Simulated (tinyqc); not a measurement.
Mesh against broadening: interband optics of a two-band s-p chain from momentum matrix elements.

H(k) = [[Es - 2 ts cos ka, 2i V sin ka], [-2i V sin ka, Ep_ + 2 tp cos ka]] in the basis s, p; the lower band is full, with two electrons a cell. The velocity operator times hbar is W = dH/dk (eV angstrom); intra-atomic dipoles are left out.

With w(k) = |<c|W|v>|^2 and D(k) = Ec - Ev, on the mesh k_j = (j + 1/2)/N (2 pi/a): eps(E) = 1 + (8 pi e2/(a Ar)) mean_j (w/D^2) [1/(D - E - i eta) + 1/(D + E + i eta)], e2 = e^2/(4 pi eps0); light polarised along the chains, no local fields.

Constants: e^2/(4 pi eps0) = 14.39964547 eV angstrom.

Values chosen for the exercise: a = 4.48 angstrom (period); Es = 3.93 eV (upper orbital (s)); Ep_ = -1.98 eV (lower orbital (p)); ts = 0.6 eV (s-s hopping); tp = 0.53 eV (p-p hopping); V = 0.81 eV (s-p hopping); Ar = 7 angstrom^2 (cross-section per chain); E = 7.6 eV (photon energy).

eps2 at E for three widths, and eps(0) at eta = 0; the last row is the mesh of 2000 points.

Convergence:

| N | eta = 0.03 eV | eta = 0.1 eV | eta = 0.3 eV | eps(0) |
|---|---|---|---|---|
| 4 | 1.580 | 4.607 | 6.603 | 2.6521 |
| 8 | 1.081 | 3.053 | 4.452 | 4.7720 |
| 16 | 5.507 | 6.323 | 4.657 | 5.0541 |
| 32 | 2.714 | 4.466 | 4.533 | 5.0554 |
| 64 | 6.534 | 4.618 | 4.532 | 5.0554 |
| 128 | 4.082 | 4.576 | 4.532 | 5.0554 |
| 2000 | 4.408 | 4.576 | 4.532 | 5.0554 |

The first N from which eps2 stays within 2 % of the last row is above 128 for eta = 0.03, 64 for 0.1 and 32 for 0.3 eV; for eps(0) and 0.1 % it is 16. E lies inside the range of transitions, so as a rule the spacing of D between mesh points must fall below eta (less so where the weight w is small at E).

(tinyqc, `OMP_NUM_THREADS=1 python tinyqc.py 1681949 1681950 out.jsonl`, Intel(R) Xeon(R) Processor @ 2.30GHz, 1 thread, shared host, about 0.01 s.)
